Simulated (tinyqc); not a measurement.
## Gate work function from the charge

Inverse problem. For an undoped double gate, Q = 8 eps0 eps_r Vt beta tan(beta)/ts with 0 < beta < pi/2, and at the source (Vg - dphi)/(2 Vt) - ln[(2/ts) sqrt(2 eps0 eps_r Vt/(q ni))] = ln(beta) - ln(cos beta) + 2 r beta tan(beta), r = eps_r tox/(eox ts). Find beta and dphi.

Values chosen for this exercise; material values close to those of silicon:
- T = 300 K (temperature)
- eps_r = 11.9 (relative permittivity of the semiconductor)
- eox = 25.3 (relative permittivity of the gate insulator)
- tox = 4.1 nm (insulator thickness)
- ts = 5 nm (body thickness)
- Vg = 0.62 V (gate voltage)

Constants: q = 1.602176634e-19 C, kB = 1.380649e-23 J/K, Vt = kB T/q, eps0 = 8.8541878128e-14 F/cm where lengths are in cm. Results are converted to the units shown.

Qs = 568.43156 nC/cm^2
ni = 1.2932676e10 cm^-3

Solution. beta tan(beta) rises from 0 without bound on the interval, so the charge fixes beta; the second relation is then explicit in dphi. At this charge the surface density passes 0.3 Nc, so the classical Boltzmann model is only formal.

beta = 0.944
dphi = 0.0300 V

tinyqc, about 0.03 s, one thread, Intel Xeon 2.30GHz (shared host): `OMP_NUM_THREADS=1 python tinyqc.py 2440171 2440172 out.jsonl`
